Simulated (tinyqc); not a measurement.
# p-i-n power rectifier, conductivity modulation at high injection: what changes with what

A drift layer from x = -d to d (2 d = W) between ideal p+ and n+ emitters (no recombination in them). High injection, n = p, ambipolar diffusion with one lifetime; both mobilities scale as (T/300 K)^(-bt).

Inputs (values chosen for the exercise); bulk values close to those of 4H silicon carbide: temperature T = 300 K; relative permittivity eps_r = 9.76; critical-field constant Kc = 23600 V/cm per (cm^-3)^(1/8); rated breakdown voltage of the drift layer BV = 13000 V; drift mobility at 300 K mud = 784 cm^2/(V s); temperature exponent of the drift mobility bt = 2.5; hole mobility at 300 K mup = 105 cm^2/(V s); band gap Eg = 3.16 eV; conduction-band density of states at T Nc = 1.7e19 cm^-3; valence-band density of states at T Nv = 2.5e19 cm^-3; forward current density J = 20 A/cm^2; ramp rate of the current at turn-off a = 720 A/(cm^2 us); high-level lifetime tau = 1.2e-5 s.

Constants: q = 1.602176634e-19 C, kB = 1.380649e-23 J/K, Vt = kB T/q, eps0 = 8.8541878128e-14 F/cm where lengths are in cm. Results are converted to the units shown.

Each table varies one quantity; the others keep the values above.

## Forward voltage and stored charge against the high-level lifetime

Triangular field at breakdown with Ec = Kc N^(1/8): BV = eps0 eps_r Ec^2/(2 q N), so N = (eps0 eps_r Kc^2/(2 q BV))^(4/3); W = 2 BV/Ec; mu = mud (T/300 K)^(-bt); rho = 1/(q mu N); ideal resistance rho W. Da = 2 mun mup Vt/(mun + mup), La = sqrt(Da tau), B = (mun - mup)/(mun + mup) with mun = mud (T/300 K)^(-bt), mup likewise; n(x) = (tau J/(2 q La)) [cosh(x/La)/sinh(d/La) - B sinh(x/La)/cosh(d/La)]. Ohmic drop: integral of J/(q (mun + mup) n); diffusion (Dember) drop Vt B ln(n(-d)/n(d)); both junctions together Vt ln(n(-d) n(d)/ni^2), ni = sqrt(Nc Nv) exp(-Eg/(2 Vt)), Eg in volts; V_F = the sum; stored charge q times the integral of n. Integrals on a fine grid. Peak reverse current if all stored charge left in a linear ramp without recombination (an upper bound): sqrt(2 a Q). Rows where n falls below the doping are left out.

The same in every row: J rho W (V) = 4.466.

Result of one run:
```
tau (s)	d/La	drift drop, ohmic and diffusion (V)	junction drops (V)	V_F (V)	Q (uC/cm^2)	sqrt(2 a Q) (A/cm^2)	lowest n over N
9.1e-6	1.196	0.05926	2.878	2.937	182.0	511.9	78.59
```

What becomes of these results when the high-level lifetime tau is changed from 9.1e-6 to 4e-5 s, all else the same?

Result of the changed run:
```
tau (s)	d/La	drift drop, ohmic and diffusion (V)	junction drops (V)	V_F (V)	Q (uC/cm^2)	sqrt(2 a Q) (A/cm^2)	lowest n over N
4e-5	0.5704	0.01526	2.948	2.963	800.0	1073	489.7
```

The whole series:
```
tau (s)	d/La	drift drop, ohmic and diffusion (V)	junction drops (V)	V_F (V)	Q (uC/cm^2)	sqrt(2 a Q) (A/cm^2)	lowest n over N
1e-6	3.607	0.9517	2.797	3.749	20.00	169.7	1.780
2.1e-6	2.489	0.2970	2.819	3.116	42.00	245.9	8.072
4.4e-6	1.720	0.1225	2.846	2.968	88.00	356.0	27.46
9.1e-6	1.196	0.05926	2.878	2.937	182.0	511.9	78.59
1.9e-5	0.8276	0.03014	2.912	2.942	380.0	739.7	204.1
4e-5	0.5704	0.01526	2.948	2.963	800.0	1073	489.7
8.3e-5	0.3959	0.007684	2.984	2.992	1660	1546	1088
0.00017	0.2767	0.003849	3.020	3.024	3400	2213	2308
0.00036	0.1901	0.001844	3.058	3.060	7200	3220	4976
```

V_F goes from 3.75 through a minimum of 2.94 (at tau = 9.1e-6 among the rows listed) to 3.06 V; the drift drop falls from 0.952 to 0.00184 V and the junction drops rise from 2.80 to 3.06 V. The minimum falls at d/La = 1.2: a short lifetime starves the middle of the layer, a long one raises the edge densities and with them the junction drops. Where n exceeds a few 1e17 cm^-3, emitter and Auger recombination, left out here, lower n and change V_F.

## Forward voltage and stored charge against the rated breakdown voltage of the drift layer

Same model as above.

Results:
```
BV (V)	d/La	drift drop, ohmic and diffusion (V)	junction drops (V)	V_F (V)	Q (uC/cm^2)	sqrt(2 a Q) (A/cm^2)	lowest n over N	J rho W (V)
3200	0.2029	0.002096	2.967	2.969	240.0	587.9	131.0	0.1343
4500	0.3020	0.004565	2.947	2.952	240.0	587.9	135.6	0.3149
6300	0.4473	0.009683	2.928	2.938	240.0	587.9	136.9	0.7302
8700	0.6518	0.01951	2.911	2.931	240.0	587.9	132.2	1.636
17000	1.424	0.08302	2.878	2.961	240.0	587.9	94.09	8.734
23000	2.026	0.1770	2.867	3.044	240.0	587.9	68.07	18.60
32000	2.978	0.4987	2.862	3.361	240.0	587.9	38.70	42.46
```

Estimate the missing row, BV = 12000 V.

Computed row:
```
BV (V)	d/La	drift drop, ohmic and diffusion (V)	junction drops (V)	V_F (V)	Q (uC/cm^2)	sqrt(2 a Q) (A/cm^2)	lowest n over N	J rho W (V)
12000	0.9485	0.03862	2.895	2.933	240.0	587.9	118.7	3.656
```

With this row back in the table: V_F goes from 2.97 through a minimum of 2.93 (at BV = 8700 among the rows listed) to 3.36 V; the drift drop rises from 0.00210 to 0.499 V and the junction drops fall from 2.97 to 2.86 V. The unipolar drop J rho W is below V_F for BV up to 8700.

Computed by the program tinyqc: `OMP_NUM_THREADS=1 python tinyqc.py 2230054 2230055 out.jsonl`, one thread of a shared Intel Xeon 2.30GHz, about 0.01 s for the whole run.
